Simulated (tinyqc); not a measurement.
Resonant-tunnelling diode, transfer matrices and Tsu-Esaki current: resonance against bias.

Emitter (band edge 0), barrier d1, well Lw, barrier d2, collector (edge -V). The bias drops linearly over these layers and none in the contacts; each layer is cut into ns equal slices, flat at the value of their centres. E is the energy of motion across the layers, C = hbar^2/(2 m0), psi and psi'/m are continuous. Transport is coherent, T(E) is taken as independent of the transverse momentum, and charge in the well is ignored.

For the pair (psi, psi'/m) a flat layer has M = [[cos kd, (m/k) sin kd], [-(k/m) sin kd, cos kd]] with k = sqrt(m (E - U)/C) above its edge U, and M = [[cosh Kd, (m/K) sinh Kd], [(K/m) sinh Kd, cosh Kd]] with K = sqrt(m (U - E)/C) below it. Later slices stand to the left. With M acting on (psi, psi'/m) and v = k/m in each lead, T(E) = 4 vL vR/[(vL vR M12 - M21)^2 + (vR M11 + vL M22)^2]. J = J0 times the integral over E > 0 of T(E) N(E), N = ln[(1 + exp((Ef - E)/Vt))/(1 + exp((Ef - V - E)/Vt))], J0 = q^2 mw m0 kB T/(2 pi^2 hbar^3) (times 1e-4 for A/cm^2 per eV). The integral is converged to the digits shown. The resonance is the first maximum of T(E) for E > 0, G its full width at half maximum. For a sharp resonance J = J0 (pi G/2) Tp N(Er), with Er the peak energy, Tp the peak transmission and G the full width at half maximum (in eV).

Values chosen for this exercise; masses and offsets of a made-up heterostructure:
```
symbol,value,unit,meaning
T,77,K,temperature
mw,0.22,m0,"mass in the well, spacer and contacts"
U1,0.62,eV,barrier height
m1,0.28,m0,barrier mass
d1,0.9,nm,emitter barrier
Lw,1.6,nm,well width
d2,1.2,nm,collector barrier
ns,4,,slices in each layer
Ef,0.13,eV,Fermi energy of both contacts above their band edges
```

Constants: q = 1.602176634e-19 C, kB = 1.380649e-23 J/K, hbar = 1.054571817e-34 J s, m0 = 9.1093837015e-31 kg, Vt = kB T/q, hbar^2/(2 m0) = 0.0380998212 eV nm^2. Results are converted to the units shown.

Resonance against bias:
```
V (V)  Er (eV)      Tp  G (meV)  J (kA/cm^2)  one-resonance J (kA/cm^2)
0.046   0.1898  0.8478    14.71        10.65                    0.05610
0.103   0.1631  0.9277    14.10        42.72                      3.306
0.161   0.1356  0.9825    13.58        288.2                      176.1
0.218   0.1085  0.9998    13.16         1445                       1604
0.276  0.08057  0.9678    12.81         3040                       3427
0.333  0.05297  0.8718    12.50         4219                       4696
0.391  0.02474  0.6701    12.12         4302                       4780
```

What does the table show?

Er falls from 0.190 to 0.0247 eV, by 0.479 eV a volt, against the share 0.459 of the bias at the centre of the well. Tp goes from 0.848 through a maximum of 1.00 (at V = 0.218 V among the rows listed) to 0.670: the bias lowers the thicker collector barrier towards a match with the emitter barrier. The one-resonance current is 0.0053 times the full integral in the first row and 11 % above it in the last.

Computed by the program tinyqc: `OMP_NUM_THREADS=1 python tinyqc.py 2600111 2600112 out.jsonl`, one thread of a shared Intel Xeon 2.30GHz, about 0.3 s for the whole run.
